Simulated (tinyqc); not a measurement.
# Classical Heisenberg spin chain: exact results, Metropolis, heat-bath and over-relaxation steps, and a Monte Carlo run, step by step

A worked calculation. Computed by tinyqc, a small Python program that keeps every step. Command: `OMP_NUM_THREADS=1 python tinyqc.py 3130406 3130407 out.jsonl heismc walk`. One thread of a shared host (Intel(R) Xeon(R) Processor @ 2.30GHz), about 0.3 s of CPU time with the checks. Intermediate numbers are printed to about 7 digits and carried at full precision; extremes and crossings named in words are read from the listed rows.

E = -J sum_i s_i . s_(i+1) for unit vectors s_i on an open chain; K = J/(k_B T).

Inputs (values chosen for the exercise, for a model chain of large moments):
```
quantity                     value  unit
coupling J                      12   meV
temperature T                  331     K
moment mu                      6.7  mu_B
length N of the open chain      16     -
seed                        629561     -
```

Update: Metropolis.

Constants: k_B = 8.617333262e-05 eV/K; mu_B = 5.7883818060e-05 eV/T.

## Exact results

Each bond angle is independent, so u = <s_i . s_(i+1)> = coth K - 1/K, <s_i . s_(i+n)> = u^n, correlation length xi = -1/ln|u|, energy per bond -J u, heat capacity per bond c/k_B = 1 - K^2/sinh^2 K, and for the long chain chi = mu^2 (1 + u)/(3 k_B T (1 - u)) per spin.

K = 0.4207076

u = 0.1386085

xi = 0.5060469 sites

energy per bond = -1.663302 meV

heat capacity = 0.05696707 k_B/bond

chi over the Curie value = 1.321825

chi = 0.04013826 mu_B/T per spin

For |K| << 1, u = K/3 = 0.1402.

## Finite chain

For N spins, <|sum s|^2>/N = (1 + u)/(1 - u) - 2 u (1 - u^N)/(N (1 - u)^2); the long chain has (1 + u)/(1 - u), chi over the Curie value, and the difference is relative to it.

<|sum s|^2>/N = 1.298474

difference from the long chain = -1.766546 %

## Four single-spin steps

four neighbouring spins (rows; components x, y, z):
```
         1        2        3
1   0.3723  -0.6286  -0.6828
2  -0.5225   0.6681  -0.5297
3  -0.0044  -0.8224   0.5688
4   0.8741   0.4274   0.2309
```

random numbers, one row a step:
```
        1       2       3
1  0.0141  0.8443  0.6310
2  0.5310  0.5574  0.9804
3  0.3889  0.4326  0.2882
4  0.6935  0.4286  0.8301
```

The given spins are first normalised. Spins 2 and 3 are updated in turn, with h = K (sum of the two neighbours). Trial spin with z = 2 r1 - 1 and azimuth 2 pi r2; it is accepted if r3 < min(1, exp(h . s_trial - h . s_old)).

Steps:
```
spin        |h|  h . s before  h . s trial  acceptance  accepted           x           y           z
2     0.6316095    -0.4633398    0.1863989    1.000000       yes   0.1316839  -0.1956121  -0.9718000
3     0.5345190    -0.2593663   -0.4488207    0.827410        no  -0.0044002  -0.8224434   0.5688300
2     0.6316095     0.1863989   -0.3715215    0.572398       yes  -0.8888711   0.4006685  -0.2222000
3     0.3484462    -0.2844074    0.1459073    1.000000       yes  -0.8308369   0.3999262   0.3870000
```

## A run and its error bars

From the ordered state (alternating for J < 0), with trial spins uniform on the sphere, 200 sweeps are discarded and 1600 recorded (even and odd sites in turn; random numbers not printed, so these rows are one sample). Errors are the scatter of block means over sqrt(number of blocks).

Blocking:
```
block length  mean bond product        error  <|sum s|^2>/N       error
1                     0.1422750  0.003681901       1.291000  0.02455125
4                     0.1422750  0.004201054       1.291000  0.02746539
16                    0.1422750  0.004119899       1.291000  0.02936337
40                    0.1422750  0.003587381       1.291000  0.02487171
80                    0.1422750  0.003007797       1.291000  0.02230405
```

With blocks of 40 the bond product is 1.0 error bars from the exact u = 0.1386, and <|sum s|^2>/N is 0.3 from the exact 1.298. Blocking to 40 changes the two errors by factors 1.0 and 1.0. 82 % of the trial spins are accepted.

Checks made by the program: c against a difference of the energy (relative difference 9e-10).
